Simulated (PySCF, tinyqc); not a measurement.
Inside a calculation. Method: RKS/PBE in the sto-3g basis, for H3+, spin multiplicity 1. The lowest restricted solution is unstable here: a spin-polarised one lies 0.0018 hartree lower (PySCF). Computed by tinyqc, a small Python program that keeps every step (integrals from PySCF). Settings: charge = 1, multiplicity = 1, basis = sto-3g, energy threshold = 1e-10, iteration cap = 68, orthogonalisation = symmetric, start = core, DIIS depth = 4, damping = 0.2, method = RKS, functional = pbe,pbe, grid = [30, 86]. Command: `OMP_NUM_THREADS=1 python tinyqc.py 21292 21293 out.jsonl` (the two numbers bound the seeds that draw the settings). One thread of a shared host (Intel(R) Xeon(R) Processor @ 2.60GHz), about 0.7 s of CPU time with the checks. Later iterations appear only in the table of the cycle.

## One-electron integrals

Geometry (angstrom):
```
atom         x         y          z
H     0.000000  0.000000   0.000000
H     0.000000  0.000000   1.412000
H     0.000000  0.000000  -1.412000
```

Basis sto-3g: exponents (1/bohr^2) and contraction coefficients of normalised primitives:
```
element  l (shell)  exponent  coefficient
H            s (1)  3.425251     0.154329
H            s (1)  0.623914     0.535328
H            s (1)  0.168855     0.444635
```

Overlap, kinetic and nuclear-attraction integrals over the contracted functions; the nuclear repulsion is the sum of Za Zb / Rab.

nuclear repulsion = 0.93692849 hartree

overlap S, order 1H 1s, 2H 1s, 3H 1s:
```
[[1.000000, 0.290799, 0.290799],
 [0.290799, 1.000000, 0.026295],
 [0.290799, 0.026295, 1.000000]]
```

kinetic energy T (hartree), order 1H 1s, 2H 1s, 3H 1s:
```
[[0.760032, 0.018348, 0.018348],
 [0.018348, 0.760032, -0.008159],
 [0.018348, -0.008159, 0.760032]]
```

nuclear attraction V (hartree), order 1H 1s, 2H 1s, 3H 1s:
```
[[-1.971749, -0.464107, -0.464107],
 [-0.464107, -1.786567, -0.038632],
 [-0.464107, -0.038632, -1.786567]]
```

core Hamiltonian H = T + V (hartree), order 1H 1s, 2H 1s, 3H 1s:
```
[[-1.211717, -0.445758, -0.445758],
 [-0.445758, -1.026535, -0.046791],
 [-0.445758, -0.046791, -1.026535]]
```

## Two-electron integrals

Functions are numbered as in S; the eight-fold symmetry (ij|kl) = (ji|kl) = (kl|ij) leaves the list below.

Two-electron integrals (ij|kl) in chemists' order, unique and non-zero (hartree):
```
(11|11) 0.774606   (21|11) 0.159927   (21|21) 0.048962   (22|11) 0.364839
(22|21) 0.159927   (22|22) 0.774606   (31|11) 0.159927   (31|21) 0.031421
(31|22) 0.073922   (31|31) 0.048962   (32|11) 0.014447   (32|21) 0.003577
(32|22) 0.009896   (32|31) 0.003577   (32|32) 0.000323   (33|11) 0.364839
(33|21) 0.073922   (33|22) 0.187363   (33|31) 0.159927   (33|32) 0.009896
(33|33) 0.774606
```

## Orthogonalisation

S = U s U^T; symmetric (Loewdin) form X = U s^(-1/2) U^T, so that X^T S X = 1.

eigenvalues of S: [0.601686, 0.973705, 1.424609]

X, order 1H 1s, 2H 1s, 3H 1s:
```
[[1.070715, -0.159499, -0.159499],
 [-0.159499, 1.034852, 0.021440],
 [-0.159499, 0.021440, 1.034852]]
```

## Starting guess

The start is the orbitals of the core Hamiltonian; D = 2 C_occ C_occ^T.

D at the start, order 1H 1s, 2H 1s, 3H 1s:
```
[[1.215084, 0.419376, 0.419376],
 [0.419376, 0.144744, 0.144744],
 [0.419376, 0.144744, 0.144744]]
```

## Iteration 1: exchange-correlation on the grid

Becke grid with 30 radial and 86 angular points per atom, points of zero weight dropped. rho = sum D_ij phi_i phi_j; V_xc,ij = sum w v_xc phi_i phi_j plus the gradient terms; v_xc is d(rho eps)/d rho at fixed gradient.

The 12 grid points with the largest w rho, of 7714 (bohr, atomic units):
```
x                  y          z         w       rho  |grad rho|^2     eps_xc       v_xc
-0.748108  -0.748108   0.748108  0.055178  0.038699      0.006724  -0.311357  -0.356147
-0.748108   0.748108   0.748108  0.055178  0.038699      0.006724  -0.311357  -0.356147
0.748108   -0.748108   0.748108  0.055178  0.038699      0.006724  -0.311357  -0.356147
0.748108    0.748108   0.748108  0.055178  0.038699      0.006724  -0.311357  -0.356147
0.748108   -0.748108  -0.748108  0.055178  0.038699      0.006724  -0.311357  -0.356147
0.748108    0.748108  -0.748108  0.055178  0.038699      0.006724  -0.311357  -0.356147
-0.748108  -0.748108  -0.748108  0.055178  0.038699      0.006724  -0.311357  -0.356147
-0.748108   0.748108  -0.748108  0.055178  0.038699      0.006724  -0.311357  -0.356147
0.621731   -0.621731   0.621731  0.034750  0.061261      0.016877  -0.353721  -0.416826
0.621731    0.621731   0.621731  0.034750  0.061261      0.016877  -0.353721  -0.416826
-0.621731   0.621731   0.621731  0.034750  0.061261      0.016877  -0.353721  -0.416826
-0.621731  -0.621731   0.621731  0.034750  0.061261      0.016877  -0.353721  -0.416826
```

electrons on the grid, sum of w rho = 1.999880

E_xc = sum of w rho eps_xc = -0.64469981 hartree

V_xc (hartree), order 1H 1s, 2H 1s, 3H 1s:
```
[[-0.472476, -0.097658, -0.097658],
 [-0.097658, -0.296000, -0.008227],
 [-0.097658, -0.008227, -0.296000]]
```

## Iteration 1: building the Kohn-Sham matrix

J_ij = sum D_kl (ij|kl); F = H + J + V_xc; E = tr D H + tr D J / 2 + E_xc + E_nn.

Coulomb J (hartree), order 1H 1s, 2H 1s, 3H 1s:
```
[[1.319289, 0.296630, 0.296630],
 [0.296630, 0.781556, 0.026514],
 [0.296630, 0.026514, 0.781556]]
```

Kohn-Sham matrix F (hartree), order 1H 1s, 2H 1s, 3H 1s:
```
[[-0.364904, -0.246786, -0.246786],
 [-0.246786, -0.540980, -0.028505],
 [-0.246786, -0.028505, -0.540980]]
```

total energy of this density = -1.07130010 hartree

This density is the starting one.

## Iteration 1: diagonalisation and new density

Diagonalise F' = X^T F X, C = X C', fill 1 alpha and 1 beta electrons from the bottom; D = 2 C_occ C_occ^T; the new density keeps 0.2 of the old one (damping). Each column has its largest component positive (the first on a tie).

F' = X^T F X (hartree):
```
[[-0.278731, -0.133405, -0.133405],
 [-0.133405, -0.506987, 0.019328],
 [-0.133405, 0.019328, -0.506987]]
```

orbital energies (hartree): [-0.598849, -0.526315, -0.167541]

coefficients C, order 1H 1s, 2H 1s, 3H 1s:
```
[[0.349314, 0.000000, 1.036962],
 [0.562490, 0.716591, -0.516645],
 [0.562490, -0.716591, -0.516645]]
```

D after iteration 1, order 1H 1s, 2H 1s, 3H 1s:
```
[[0.438249, 0.398252, 0.398252],
 [0.398252, 0.535180, 0.535180],
 [0.398252, 0.535180, 0.535180]]
```

## Iteration 2: exchange-correlation on the grid

As before.

The 12 grid points with the largest w rho, of 7714 (bohr, atomic units):
```
x                  y          z         w       rho  |grad rho|^2     eps_xc       v_xc
0.000000    0.484930  -1.466694  0.037996  0.035028      0.001023  -0.288532  -0.371653
0.000000   -0.484930  -1.466694  0.037996  0.035028      0.001023  -0.288532  -0.371653
-0.484930   0.000000  -1.466694  0.037996  0.035028      0.001023  -0.288532  -0.371653
0.484930    0.000000  -1.466694  0.037996  0.035028      0.001023  -0.288532  -0.371653
-0.484930   0.000000   1.466694  0.037996  0.035028      0.001023  -0.288532  -0.371653
0.484930    0.000000   1.466694  0.037996  0.035028      0.001023  -0.288532  -0.371653
0.000000    0.484930   1.466694  0.037996  0.035028      0.001023  -0.288532  -0.371653
0.000000   -0.484930   1.466694  0.037996  0.035028      0.001023  -0.288532  -0.371653
-0.484930   0.000000  -1.201600  0.038431  0.034374      0.000874  -0.286696  -0.370070
0.000000    0.484930  -1.201600  0.038431  0.034374      0.000874  -0.286696  -0.370070
0.000000   -0.484930  -1.201600  0.038431  0.034374      0.000874  -0.286696  -0.370070
0.484930    0.000000  -1.201600  0.038431  0.034374      0.000874  -0.286696  -0.370070
```

electrons on the grid, sum of w rho = 1.999904

E_xc = sum of w rho eps_xc = -0.57292032 hartree

V_xc (hartree), order 1H 1s, 2H 1s, 3H 1s:
```
[[-0.384990, -0.094963, -0.094963],
 [-0.094963, -0.376521, -0.007661],
 [-0.094963, -0.007661, -0.376521]]
```

## Iteration 2: building the Kohn-Sham matrix

As before.

Coulomb J (hartree), order 1H 1s, 2H 1s, 3H 1s:
```
[[1.000209, 0.263094, 0.263094],
 [0.263094, 0.871572, 0.022968],
 [0.263094, 0.022968, 0.871572]]
```

Kohn-Sham matrix F (hartree), order 1H 1s, 2H 1s, 3H 1s:
```
[[-0.596499, -0.277627, -0.277627],
 [-0.277627, -0.531484, -0.031483],
 [-0.277627, -0.031483, -0.531484]]
```

total energy of this density = -1.11850270 hartree

This density is a damped mixture and is not idempotent.

## Iteration 2: DIIS over 2 matrices

error matrix X^T (FDS - SDF) X:
```
[[0.000000, -0.112003, -0.112003],
 [0.112003, 0.000000, 0.000000],
 [0.112003, 0.000000, 0.000000]]
```

B (overlaps of the stored error matrices):
```
[[2.4114146e-01, -1.1000101e-01],
 [-1.1000101e-01, 5.0178936e-02]]
```

Minimise |sum c_i e_i|^2 with sum c_i = 1: solve [B -1; -1 0][c; lambda] = [0; -1] with B_ij = tr e_i^T e_j, and take F = sum c_i F_i.

DIIS coefficients: [0.313266, 0.686734]

extrapolated F (hartree), order 1H 1s, 2H 1s, 3H 1s:
```
[[-0.523948, -0.267966, -0.267966],
 [-0.267966, -0.534459, -0.030550],
 [-0.267966, -0.030550, -0.534459]]
```

## Iteration 2: diagonalisation and new density

As before.

F' = X^T F X (hartree):
```
[[-0.446367, -0.132030, -0.132030],
 [-0.132030, -0.497000, 0.020516],
 [-0.132030, 0.020516, -0.497000]]
```

orbital energies (hartree): [-0.648751, -0.517517, -0.274101]

coefficients C, order 1H 1s, 2H 1s, 3H 1s:
```
[[0.560256, 0.000000, 0.939906],
 [0.440809, 0.716591, -0.623702],
 [0.440809, -0.716591, -0.623702]]
```

D after iteration 2, order 1H 1s, 2H 1s, 3H 1s:
```
[[0.589868, 0.474796, 0.474796],
 [0.474796, 0.417936, 0.417936],
 [0.474796, 0.417936, 0.417936]]
```

## Iteration 16 (converged): orbitals

converged F (hartree), order 1H 1s, 2H 1s, 3H 1s:
```
[[-0.530767, -0.269378, -0.269378],
 [-0.269378, -0.540735, -0.030657],
 [-0.269378, -0.030657, -0.540735]]
```

Diagonalise F' = X^T F X, C = X C', fill 1 alpha and 1 beta electrons from the bottom; D = 2 C_occ C_occ^T. Each column has its largest component positive (the first on a tie).

F' = X^T F X (hartree):
```
[[-0.453544, -0.131459, -0.131459],
 [-0.131459, -0.503428, 0.020426],
 [-0.131459, 0.020426, -0.503428]]
```

orbital energies (hartree): [-0.654767, -0.523854, -0.281779]

coefficients C, order 1H 1s, 2H 1s, 3H 1s:
```
[[0.560920, 0.000000, 0.939510],
 [0.440368, 0.716591, -0.624013],
 [0.440368, -0.716591, -0.624013]]
```

D after iteration 16, order 1H 1s, 2H 1s, 3H 1s:
```
[[0.629263, 0.494023, 0.494023],
 [0.494023, 0.387848, 0.387848],
 [0.494023, 0.387848, 0.387848]]
```

## Convergence

Stop when the energy changes by less than 1e-10 hartree and every element of the error matrix X^T (F D S - S D F) X is below 3e-06.

Course of the cycle:
```
iteration  E (hartree)     change  largest element of the error matrix
1          -1.07130010          -                             2.46e-01
2          -1.11850270  -4.72e-02                             1.12e-01
3          -1.15622347  -3.77e-02                             2.42e-02
4          -1.16238200  -6.16e-03                             5.57e-03
5          -1.16355909  -1.18e-03                             1.69e-03
6          -1.16379261  -2.34e-04                             6.64e-04
7          -1.16383937  -4.68e-05                             1.42e-04
8          -1.16384868  -9.31e-06                             2.50e-05
9          -1.16385054  -1.86e-06                             4.14e-06
10         -1.16385091  -3.72e-07                             8.24e-07
11         -1.16385098  -7.44e-08                             1.72e-07
12         -1.16385100  -1.49e-08                             3.59e-08
13         -1.16385100  -2.97e-09                             7.16e-09
14         -1.16385100  -5.95e-10                             1.41e-09
15         -1.16385100  -1.19e-10                             2.80e-10
16         -1.16385100  -2.38e-11                             5.60e-11
```

PySCF RKS in the same basis, fine grid = -1.16388080 hartree

Converged in 16 iterations. The coarse grid moves the energy by +2.98e-05 hartree.

## Populations, bond orders and dipole

Mulliken: Z minus the diagonal of D S on the atom; Loewdin: the same with S^(1/2) D S^(1/2); Mayer order: 2 sum_s sum (D(s) S)_ij (D(s) S)_ji over the two atoms.

Charges (e):
```
atom  Mulliken   Loewdin
1H    0.083415  0.078977
2H    0.458292  0.460512
3H    0.458292  0.460512
```

Mayer bond orders:
```
pair     order
2-1   0.496521
3-1   0.496521
3-2   0.293447
```

dipole moment about the origin, x y z (debye): [0.000000, 0.000000, 0.000000]
